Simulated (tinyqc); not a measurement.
Self-consistent Fermi level with native defects, at growth and after a quench: one step, computed by the program tinyqc.

Energies are counted from the top of the valence band (VBM); when the gap shrinks with temperature the conduction band moves and the levels stay. D and A draw on one reservoir with opposite signs, as the two vacancies of a compound do.

Problem. Bands at growth. E_g(T) = E_g - slope x max(0, T - 300 K). N_c = 2 M_c (2 pi m_e k_B T/h^2)^(3/2) and N_v = 2 (2 pi m_h k_B T/h^2)^(3/2), masses in units of m_0. At growth T = T_g.

Inputs (values chosen for the exercise, with bands modelled on GaP):
```
quantity                      value  unit
gap E_g at 300 K               2.26    eV
slope -dE_g/dT above 300 K  0.00048  eV/K
electron mass m_e             0.511   m_0
valleys M_c                       3     -
hole mass m_h                 0.801   m_0
growth temperature T_g         1270     K
```

Added shallow dopant: none.

Constants: m_0 = 9.1093837015e-31 kg; k_B = 1.380649e-23 J/K; h = 6.62607015e-34 J s; k_B = 8.617333262e-05 eV/K.

Give: E_g(T_g); N_c(T_g); N_v(T_g); k_B T_g.

Solution.

E_g(T_g) = 1.7944 eV

N_c(T_g) = 2.395e+20 cm^-3

N_v(T_g) = 1.567e+20 cm^-3

k_B T_g = 0.1094 eV
